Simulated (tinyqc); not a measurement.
Doping and flat-band voltage from two insulator thicknesses.

Inverse problem. A junctionless wire is fully depleted at VT = Vfb - q Nd R^2/(4 eps0 eps_r) - q Nd R^2 ln(1 + tox/R)/(2 eps0 eox). Find Nd and Vfb.

Inputs (values chosen for the exercise); material values those of a made-up semiconductor: relative permittivity of the semiconductor eps_r = 11.1; relative permittivity of the gate insulator eox = 22; wire radius R = 10 nm.

Constants: q = 1.602176634e-19 C, eps0 = 8.8541878128e-14 F/cm where lengths are in cm. Results are converted to the units shown.

VT at tox = 9.4 and 21 nm (V): [-0.014446569, -0.12624740]

Solution. The difference of the thresholds is proportional to Nd and holds no Vfb.

Nd = 5.800e18 cm^-3
Vfb = 0.3800 V

Program tinyqc, `OMP_NUM_THREADS=1 python tinyqc.py 2460027 2460028 out.jsonl`; Intel Xeon 2.30GHz, shared host, one thread, about 0.01 s.
